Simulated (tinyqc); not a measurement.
## p-i-n junction, non-linear Poisson equation by Newton steps: effect of the width of the undoped layer

One dimension, p side on the left, n side on the right; net doping C = -Na for x < 0, 0 for 0 < x < Li and +Nd beyond. The potential psi is counted from the intrinsic level, and the quasi-Fermi potentials are flat: 0 for holes and -V for electrons, so n = ni exp((psi + V)/Vt) and p = ni exp(-psi/Vt) (Boltzmann statistics, full ionisation, no current). Under reverse bias this makes the minority densities vanishingly small everywhere; they play no part in the charge.

The Poisson equation d/dx(eps0 eps_r dpsi/dx) = -q (p - n + C) is solved on a mesh of more than 1000 nodes that ends in neutral material (psi_p = -Vt ln(Na/ni), psi_n = Vt ln(Nd/ni) - V). C_j = q d/dV of the integral of p over x, from the linearised equation. ni = sqrt(Nc Nv) exp(-Eg/(2 Vt)), Eg in volts. Depletion approximation: Vbi = Vt ln(Na Nd/ni^2), W = sqrt(2 eps0 eps_r (Vbi - V)(1/Na + 1/Nd)/q), xp = W Nd/(Na + Nd), xn = W Na/(Na + Nd), peak field 2 (Vbi - V)/W, capacitance eps0 eps_r/W. The abrupt values quoted are those of these depletion formulas.

Values chosen for this exercise; band and dielectric values close to those of In0.53Ga0.47As:
- T = 300 K (temperature)
- Eg = 0.734 eV (band gap)
- eps_r = 13.8 (relative permittivity)
- Nc = 2.12e17 cm^-3 (conduction-band density of states at T)
- Nv = 7.83e18 cm^-3 (valence-band density of states at T)
- Na = 1.5e18 cm^-3 (acceptor density of the p side)
- Nd = 5e16 cm^-3 (donor density of the n side)
- V = -3.3 V (bias of the p side against the n side)

Constants: q = 1.602176634e-19 C, kB = 1.380649e-23 J/K, Vt = kB T/q, eps0 = 8.8541878128e-14 F/cm where lengths are in cm. Results are converted to the units shown.

Result of one run:
```
Li (nm)  peak |E| (kV/cm)  C_j (nF/cm^2)  eps0 eps_r/C_j (nm)
640                  77.2           16.8                  726
```

What becomes of these results when the width of the undoped layer, from x = 0 to Li Li is changed from 640 to 450 nm, all else the same?

Result of the changed run:
```
Li (nm)  peak |E| (kV/cm)  C_j (nF/cm^2)  eps0 eps_r/C_j (nm)
450                  89.1           21.5                  569
```

The whole series:
```
Li (nm)  peak |E| (kV/cm)  C_j (nF/cm^2)  eps0 eps_r/C_j (nm)
80                    178           34.0                  360
110                   164           33.2                  368
160                   145           31.7                  385
230                   124           29.2                  419
320                   105           25.8                  474
450                  89.1           21.5                  569
640                  77.2           16.8                  726
```

As Li grows from 80 to 640 nm, the peak field falls from 178 to 77.2 kV/cm and C_j falls from 34.0 to 16.8 nF/cm^2. The abrupt depletion formulas give 224 kV/cm and W = 353 nm; the first row's field is 21 % below that and the last row's 66 % below it. The same voltage drops over a longer distance, so the field falls.

Computed by the program tinyqc: `OMP_NUM_THREADS=1 python tinyqc.py 2000005 2000006 out.jsonl`, one thread of a shared Intel Xeon 2.30GHz, about 0.09 s for the whole run.
